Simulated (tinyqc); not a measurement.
Model-solid line-up of a strained alloy layer on a substrate, step by step. Values are carried at full precision from step to step, so a last printed digit may differ when a step is redone from the rounded ones.

All values of the alloy are linear in x but the gap, Eg(x) = (1 - x) Eg_A + x Eg_B - C x (1 - x), and the valence edge, Ev(x) = (1 - x) Ev_A + x Ev_B + fv C x (1 - x); Ec = Ev + Eg. Ev is the top of the unstrained valence band on a scale common to all materials. In the layer only the Gamma valley of the conduction band is followed, also where an X or L valley would lie lower.

Values chosen for the exercise (A near InAs, B near AlAs, substrate near InP; the results hold for these values, not for the real material): a = (6.052, 5.657) angstrom (lattice constant of A, B); Eg = (0.419, 3.137) eV (gap at Gamma to the s-like level of A, B); Dso = (0.386, 0.277) eV (spin-orbit splitting of A, B); Ev = (-0.59, -1.32) eV (top of the unstrained valence band of A, B); ac = (-5.07, -5.68) eV (conduction deformation potential of A, B); av = (1.01, 2.45) eV (valence hydrostatic potential of A, B); b = (-1.78, -2.33) eV (tetragonal shear potential of A, B); d = (-3.62, -3.43) eV (trigonal shear potential of A, B); C11 = (83.6, 125.4) GPa (of A, B); C12 = (45.7, 52.9) GPa (of A, B); C44 = (39.6, 53.5) GPa (of A, B); C = 0.683 eV (bowing of the gap); fv = 0 (share of the bowing taken by the valence edge); x = 0.76 (fraction of B); a_s = 5.879 angstrom (substrate); face = 110 (growth face); Eg_s = 1.425 eV (lowest gap of the substrate); Ev_s = -0.94 eV (substrate valence edge); e14 = -0.153 C/m^2 (piezoelectric constant of the layer); eps = 11.3 (dielectric constant); Lw = 11 nm (thickness of the layer).

## Values of the alloy

Interpolate.

Alloy at x (a in angstrom, C11, C12, C44 in GPa, all else in eV):

| symbol | value |
|---|---|
| a | 5.7518 |
| Eg | 2.3601 |
| Dso | 0.3032 |
| Ev | -1.1448 |
| ac | -5.5336 |
| av | 2.1044 |
| b | -2.1980 |
| d | -3.4756 |
| C11 | 115.3680 |
| C12 | 51.1720 |
| C44 | 50.1640 |

## Strain on the (110) substrate

Coherent growth on a (110) face: e_par = (a_s - a)/a, e_perp = -(C11 + 3 C12 - 2 C44)/(C11 + C12 + 2 C44) e_par; exx = eyy = (e_par + e_perp)/2, ezz = e_par, exy = (e_perp - e_par)/2, eyz = ezx = 0.

Use the values of the alloy.

e_par = 0.022115
e_perp = -0.013968

strain tensor in the cubic axes:
```
           x          y         z
x   0.004073  -0.018041  0.000000
y  -0.018041   0.004073  0.000000
z   0.000000   0.000000  0.022115
```

The layer is under tension in the plane; its volume changes by +3.026 %. Above 2 % only a few nanometres stay coherent, and linear deformation potentials lose accuracy.

## Strained band edges

Strained edges: Ec + ac tr(e); the valence edges are Ev plus the levels of the 6 x 6 matrix of X, Y, Z times spin with -Dso/3 + l exx + m (eyy + ezz) on the diagonal (cyclic), n exy off it, l = av + 2 b, m = av - b, n = sqrt(3) d. Spin-orbit term (Dso/3) L.sigma on X, Y, Z with (L_k)_ij = -i epsilon_kij: <X+|H|Y+> = -i Dso/3, <X+|H|Z-> = Dso/3, <Y+|H|Z-> = -i Dso/3, <Z+|H|X-> = -Dso/3, <Z+|H|Y-> = i Dso/3, <X-|H|Y-> = i Dso/3, and their conjugates; + and - are the spin along z.

Give the hydrostatic shifts, the strain block and the edges.

ac tr(e), av tr(e) (eV): -0.1675  0.0637

strain block (eV):
```
        X       Y        Z
X  0.1033  0.1086        0
Y  0.1086  0.1033        0
Z       0       0  -0.0156
```

Ec and the three valence edges from the top (eV): 1.0478  -0.9798  -1.1552  -1.4115

strained gap = 2.0276 eV

Strain moves the gap by -332 meV: -231 meV from the volume and -101 meV from the splitting of the valence edge, which always raises the top.

## Offsets against the substrate material

dEc = Ec(substrate) - Ec(layer), dEv = Ev(layer) - Ev(substrate); positive values confine the carrier in the layer. Type I: both of one sign; type II: opposite signs; type III: the gaps do not overlap.

Give also the smallest gap across the interface, min Ec - max Ev.

dEc = -0.5628 eV
dEv = -0.0398 eV

type: I

smallest gap = 1.4250 eV

Both carriers collect in the substrate material; the conduction band takes 93 % of the gap difference. An offset this small is within the spread of parameter sets, so the type is not settled by this model. Where the alloy is indirect its X or L edge, left out, lies lower and changes dEc.

## Piezoelectric polarisation

P_x = 2 e14 eyz and cyclic. The field along the normal n of the (110) face is -P.n/(eps eps0) in a layer between thick unstrained barriers, eps0 = 8.8541878e-12 F/m; 1 kV/cm = 1e5 V/m.

P (C/m^2): 0.000000  0.000000  0.005521

P.n = 0.000000 C/m^2
field along n = 0.0 kV/cm
potential drop across the layer = 0.0 mV

P lies along [001], in the plane of the layer, so a wide layer carries no field along its normal.

tinyqc: `OMP_NUM_THREADS=1 python tinyqc.py 1051108 1051109 out.jsonl`; about 0.01 s, one thread, shared Intel(R) Xeon(R) Processor @ 2.30GHz.
